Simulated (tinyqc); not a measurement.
Plane-wave Kohn-Sham cycle with exchange-only LDA in a layered model solid, step by step. One step of it, computed by the program tinyqc.

Question. Iteration 2: Hamiltonian at one k. H(m,m') = (k + G_m)^2/2 delta + V(G_m - G_m'), with V(-G) = V(G).

A solid whose potential varies along x alone (atomic units):

| parameter | value |
|---|---|
| period a | 12.500000 |
| cross-section of the cell | 16.000000 |
| electrons per cell | 2 |
| grid points | 16 |
| plane waves -n..n, n | 2 |
| k points | 3 |
| V1 in V1 cos(2 pi x/a) | -0.790000 |
| V2 in V2 cos(4 pi x/a) | -0.130000 |

V(G_m), m = 0, 1, 2, ... (hartree): -0.183902  -0.105349  -0.036328  0.005874  0.003167

k = 0.000000 2 pi / a

Give: H.

Answer.

H (hartree), lower triangle:
```
        -2      -1      +0      +1     +2
-2   0.321
-1  -0.105  -0.058
+0  -0.036  -0.105  -0.184
+1   0.006  -0.036  -0.105  -0.058
+2   0.003   0.006  -0.036  -0.105  0.321
```
